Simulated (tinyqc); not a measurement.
Froehlich polaron in a polar crystal: one step, computed by the program tinyqc.

One electron in a parabolic band of mass m*, coupled to dispersionless LO phonons in the continuum model. Energies are in units of hbar omega unless marked, wave numbers in k_0 = sqrt(2 m* omega/hbar).

Task: Feynman's energy at a trial point. Feynman's bound: E(v, w) = 3 (v - w)^2/(4 v) - (alpha v/sqrt(pi)) int_0^infinity e^-u D(u)^(-1/2) du, D = w^2 u + ((v^2 - w^2)/v)(1 - e^(-v u)); integrals by 80 Gauss-Legendre points in s from 0 to 1 with u = 40 s^2.

Inputs (values chosen for the exercise, modelled on indium phosphide): trial v = 4.2; trial w = 1.5.

coupling constant alpha = 0.1133488

Give: first term; E(v, w).

Result:

first term = 1.302 hbar omega

E(v, w) = 1.151 hbar omega
